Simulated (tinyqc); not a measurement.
Carrier statistics of a doped semiconductor with parabolic bands: one step. Intrinsic density and level. Four cases, with inputs chosen for the exercise.

Problem. With Boltzmann statistics ni = sqrt(Nc Nv) exp(-Eg/2kT) and Ei = Eg/2 + (kT/2) ln(Nv/Nc), counted from Ev.

Give: ni; Ei.

Case 1.

Eg = 2.3392411 eV
kT = 0.01723467 eV
Nc = 1.449623e+19 1/cm^3
Nv = 9.709829e+18 1/cm^3

Solution.

ni = 3.99e-11 1/cm^3
Ei = 1.1662 eV

Ei lies 3.5 meV below midgap, towards the band with the smaller density of states.

Case 2.

Eg = 0.7638882 eV
kT = 0.01723467 eV
Nc = 1.039924e+17 1/cm^3
Nv = 3.594465e+18 1/cm^3

Solution.

ni = 1.45e+08 1/cm^3
Ei = 0.4125 eV

Ei lies 30.5 meV above midgap, towards the band with the smaller density of states.

Case 3.

Eg = 1.4059639 eV
kT = 0.02585200 eV
Nc = 4.508771e+17 1/cm^3
Nv = 9.195447e+18 1/cm^3

Solution.

ni = 3.16e+06 1/cm^3
Ei = 0.7420 eV

Ei lies 39.0 meV above midgap, towards the band with the smaller density of states.

Case 4.

Eg = 0.6865625 eV
kT = 0.02154333 eV
Nc = 8.090131e+18 1/cm^3
Nv = 3.857002e+18 1/cm^3

Solution.

ni = 6.71e+11 1/cm^3
Ei = 0.3353 eV

Ei lies 8.0 meV below midgap, towards the band with the smaller density of states.

Computed by tinyqc, one run a case: `OMP_NUM_THREADS=1 python tinyqc.py N N+1 out.jsonl` with N = 1680681, 1680696, 1680815, 1681130; one thread of a shared Intel(R) Xeon(R) Processor @ 2.30GHz, about 0.01 s a run at most.
